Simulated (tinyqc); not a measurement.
Vacuum evaporation: vapour pressure, source flux, thickness distribution, purity and step coverage: one step, computed by the program tinyqc.

Molecular flow, unit sticking of the metal, no re-evaporation. The background gas is taken as water vapour (18.015 g/mol, collision diameter 0.37 nm) at 300 K.

Task: Offset source and rotation. Rotating wafer, source offset by s and facing upwards: thickness at radius r is the mean over the angle a of (1 + (r^2 + s^2 - 2 r s cos a)/h^2)^(-(n + 3)/2), by 360 equal steps; non-uniformity (max - min)/(max + min) over 21 radii from 0 to R.

Inputs (values chosen for the exercise, modelled on gold, with constants for the liquid):

| quantity | value | unit |
|---|---|---|
| directionality n | 2 | - |
| source-to-wafer distance h | 60 | cm |
| wafer radius R | 7.5 | cm |
| source offset from the axis s/h | 0.28 | - |

Give: centre thickness relative to an axial source; edge over centre, rotating; non-uniformity, rotating.

Result:

centre thickness relative to an axial source = 0.82804

edge over centre, rotating = 0.97337

non-uniformity, rotating = 1.3494 %
